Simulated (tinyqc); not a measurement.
Composition from the perpendicular lattice constant.

Inverse problem. The layer is x parts of the first compound and 1 - x of the second, grown coherently on the second as substrate and barrier. Rows of the table: lattice constant a, average valence level Ea on an absolute scale, spin-orbit splitting so, gaps at Gamma, X and L, hydrostatic deformation potentials av and ac (Gamma), shear potential b, elastic constants, electron and heavy-hole (along z) masses. All are interpolated linearly in x; gaps get -C x (1 - x), taken wholly in the conduction band; real line-ups can differ from this model by 0.1 eV or more. In-plane strain e = (a_substrate - a)/a, e_z = -2 (c12/c11) e, volume change 2 e + e_z. X-ray diffraction gives a_z = a (1 + e_z) of the coherent layer. Find x, e and the relaxed Gamma gap.

Values chosen for this exercise:
- CG = 0.37 eV (bowing of the Gamma gap)
- CX = 0.055 eV (bowing of the X gap)
- CL = 0 eV (bowing of the L gap)

Binary compounds, values chosen for the exercise:
```
	close to AlAs	close to GaAs
a (angstrom)	5.661	5.653
Ea (eV)	-7.49	-6.92
so (eV)	0.279	0.337
EG (eV)	3.03	1.41
EX (eV)	2.16	1.88
EL (eV)	2.38	1.68
av (eV)	2.48	1.15
ac (eV)	-5.63	-7.07
b (eV)	-1.49	-1.71
c11 (GPa)	124	117
c12 (GPa)	53.6	54
me (m0)	0.151	0.0665
mh (m0)	0.473	0.346
```

lattice constant along the growth direction = 5.66294578 angstrom

Answer. a_z changes steadily with x, about (1 + 2 c12/c11) times as fast as the relaxed lattice constant, so one composition matches.

x = 0.660
e = -0.0933 %
relaxed Gamma gap = 2.40 eV

Computed by the program tinyqc: `OMP_NUM_THREADS=1 python tinyqc.py 2690049 2690050 out.jsonl`, one thread of a shared Intel Xeon 2.30GHz, about 0.01 s for the whole run.
